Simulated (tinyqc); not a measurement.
# All-pass ring resonator: effects of single changes

A ring of length L = 2 pi Rr coupled to one bus waveguide: round-trip amplitude a = 10^(-al L/20), self-coupling t = sqrt(1 - k2). At detuning d from the resonance the round-trip phase is p = 2 pi d/FSR and the transmission T = (a^2 - 2 a t cos p + t^2)/(1 - 2 a t cos p + a^2 t^2). Lossless coupler, linear absorption only.

Parameters, values chosen for the exercise; values close to those of silicon waveguides: cold resonance wavelength lam = 1310 nm; ring radius Rr = 20 um; group index ng = 4.22; propagation loss al = 23 dB/cm; power coupling k2 = 0.018; thermo-optic change of the effective index dT = 0.00017 1/K; thermal resistance Rt = 2.2 K/mW; share of the loss that heats the ring fa = 0.74; input power Pin = 0.53 mW.

Constants: c = 299792458 m/s. Results are converted to the units shown.

Each table varies one quantity; the others keep the values above.

## Effect of the power coupling

FSR = lam^2/(ng L), finesse F = pi sqrt(a t)/(1 - a t), FWHM = FSR/F, Q = lam/FWHM, Tmin = (a - t)^2/(1 - a t)^2, power build-up k2 a^2/(1 - a t)^2, optical bandwidth c/(lam Q).

The same in every row: a = 0.96727.

Effect of the power coupling:
```
k2	t	Q	Tmin	build-up	bandwidth (GHz)
0.008	0.99599	34101	0.61559	5.5862	6.7109
0.014	0.99298	31535	0.42294	8.3856	7.2569
0.023	0.98843	28315	0.23218	11.158	8.0821
0.04	0.97980	23686	0.057405	13.697	9.6620
0.068	0.96540	18566	7.9864e-4	14.520	12.326
0.12	0.93808	13080	0.099322	13.088	17.496
0.2	0.89443	8772.3	0.29183	10.291	26.088
0.34	0.81240	5263.5	0.52282	6.9343	43.479
0.58	0.64807	2698.5	0.73179	3.8975	84.806
```

As k2 goes from 0.008 to 0.58, Q falls from 34100 to 2700, Tmin goes from 0.616 through a minimum of 7.99e-4 (at k2 = 0.068 among the rows listed) to 0.732 and the build-up goes from 5.59 through a maximum of 14.5 (at k2 = 0.068 among the rows listed) to 3.90. The ring is overcoupled (t < a) in 5 of the 9 rows; the dip is deepest where t and a cross.

## Effect of the propagation loss

Same model as above.

The same in every row: t = 0.9910.

Results:
```
al (dB/cm)	a	Q	Tmin	build-up	bandwidth (GHz)
2.9	0.9958	9.578e4	0.1354	102.6	2.389
5.2	0.9925	7.659e4	0.008813	65.38	2.988
9.4	0.9865	5.607e4	0.03967	34.83	4.082
31	0.9561	2.358e4	0.4398	5.970	9.706
56	0.9222	1.411e4	0.6373	2.062	16.22
100	0.8653	8263	0.7773	0.6635	27.70
180	0.7707	4705	0.8691	0.1916	48.64
```

Estimate the missing row, al = 17 dB/cm.

Computed row:
```
al (dB/cm)	a	Q	Tmin	build-up	bandwidth (GHz)
17	0.9757	3.776e4	0.2122	15.63	6.060
```

With this row back in the table: As al goes from 2.9 to 180 dB/cm, Q falls from 95800 to 4700, Tmin goes from 0.135 through a minimum of 0.00881 (at al = 5.2 dB/cm among the rows listed) to 0.869 and the build-up falls from 103 to 0.192. The ring is overcoupled (t < a) in 2 of the 8 rows; the dip is deepest where t and a cross.

## Line shape, cold and heated

FSR = lam^2/(ng L). The lost power (1 - T) Pin heats the ring by Rt fa (1 - T) Pin and shifts the resonance to longer wavelength by s = (lam dT/ng) times that rise; d = dl - s. The hot columns give T for the smallest and the largest self-consistent shift.

Result of one run:
```
dl (pm)	T, cold	roots	smallest s (pm)	T there	largest s (pm)	T there 
26	0.7216	1	29.78	0.3459	29.78	0.3459
```

What becomes of these results when the laser detuning from the cold resonance dl is changed from 26 to -65 pm, all else the same?

Result of the changed run:
```
dl (pm)	T, cold	roots	smallest s (pm)	T there	largest s (pm)	T there 
-65	0.9317	1	2.877	0.9368	2.877	0.9368
```

The whole series:
```
dl (pm)	T, cold	roots	smallest s (pm)	T there	largest s (pm)	T there 
-65	0.9317	1	2.877	0.9368	2.877	0.9368
-35	0.8114	1	6.617	0.8547	6.617	0.8547
-17	0.5807	1	11.39	0.7498	11.39	0.7498
0	0.3262	1	18.14	0.6016	18.14	0.6016
13	0.5027	1	24.24	0.4676	24.24	0.4676
26	0.7216	1	29.78	0.3459	29.78	0.3459
39	0.8393	1	12.27	0.7306	12.27	0.7306
57	0.9138	1	4.525	0.9006	4.525	0.9006
79	0.9522	1	2.301	0.9495	2.301	0.9495
110	0.9744	1	1.190	0.9739	1.190	0.9739
```

The cold line has FWHM = 43.6 pm and its dip at dl = 0; heated, the deepest listed dip lies at dl = 26 pm, and the largest possible shift is 30.7 pm, 0.70 FWHM. No listed row is bistable.

tinyqc, about 0.01 s, one thread, Intel Xeon 2.30GHz (shared host): `OMP_NUM_THREADS=1 python tinyqc.py 2650121 2650122 out.jsonl`
